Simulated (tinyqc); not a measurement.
Slope factor and drain-induced lowering from three currents.

Problem. With source and body at 0 V, I = A exp((Vg + dd Vd)/(nf Vt)) (1 - exp(-Vd/Vt)). Find nf, the swing nf Vt ln 10 and dd.

Inputs (values chosen for the exercise):
```
symbol,value,unit,meaning
T,300,K,temperature
```

Constants: q = 1.602176634e-19 C, kB = 1.380649e-23 J/K, Vt = kB T/q. Results are converted to the units shown.

currents at (Vg, Vd) = (0, 0.05), (0, 1.1) and (0.08, 1.1) V (nA/um): [0.012163052, 1.2231385, 9.0060481]

Answer. The pair at equal Vd gives nf; the pair at equal Vg, after dividing out the factors 1 - exp(-Vd/Vt), gives dd.

nf = 1.550
swing = 92.27 mV/decade
dd = 0.1700

tinyqc, about 0.03 s, one thread, Intel Xeon 2.30GHz (shared host): `OMP_NUM_THREADS=1 python tinyqc.py 2242242 2242243 out.jsonl`
